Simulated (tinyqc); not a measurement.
From Debye to Thomas-Fermi: static screening by free carriers.

kF = (3 pi^2 n/Mv)^(1/3), EF = c kF^2/m with c = hbar^2/2m0, n in 1/angstrom^3 (1e-24 per 1/cm^3), e2 = e^2/(4 pi eps0). Thomas-Fermi: qTF^2 = 6 pi e2 n/(eps EF). Debye: qD^2 = 4 pi e2 n/(eps kB T).

F_j(eta) = (1/Gamma(j + 1)) integral_0^infinity x^j dx/(1 + exp(x - eta)), which tends to exp(eta) for eta << 0.

At finite T: qs^2 = qD^2 F_-1/2(eta)/F_1/2(eta), where n = Mv N F_1/2(eta) and N = 2 (m kB T/(4 pi c))^(3/2) with c = hbar^2/2m0, in 1/angstrom^3; times 1e24 for 1/cm^3.

Constants: hbar^2/2m0 = 3.80998211 eV angstrom^2; e^2/(4 pi eps0) = 14.39964547 eV angstrom; kB = 8.617333262e-05 eV/K.

Inputs chosen for the exercise (near those of Si; not measured data):
- m = 0.3194 m0 (mass of one isotropic valley)
- Mv = 6 (valleys)
- eps = 12 (background dielectric constant)
- T = 300 K

Screening lengths (angstrom):
```
n (1/cm^3)    eta   Debye  Thomas-Fermi  finite T
8.0e+16     -5.83   146.4         18.84     146.5
5.0e+17     -3.99   58.56         13.88     58.75
3.0e+18     -2.16   23.91         10.30     24.37
1.0e+19     -0.87   13.09         8.423     13.91
4.0e+19      0.90   6.547         6.686     8.019
1.0e+20      2.54   4.141         5.739     6.122
2.0e+21     21.19  0.9259         3.483     3.486
```

Give the missing row, n (1/cm^3) = 5.0e+20.

Computed row:
```
n (1/cm^3)   eta  Debye  Thomas-Fermi  finite T
5.0e+20     8.33  1.852         4.389     4.416
```

Debye is within 5 % of the finite-T length up to 3e+18 1/cm^3 of the densities listed and Thomas-Fermi from 5e+20 on. The length goes as n^-0.50 at the low end and n^-0.17 at the high end, against the limits -1/2 and -1/6. Both limits give too short a length.

Computed by tinyqc, a small Python program: `OMP_NUM_THREADS=1 python tinyqc.py 1652039 1652040 out.jsonl` (the numbers bound the seed that draws the inputs); one thread of a shared host (Intel(R) Xeon(R) Processor @ 2.30GHz), about 0.01 s for the whole set of steps.
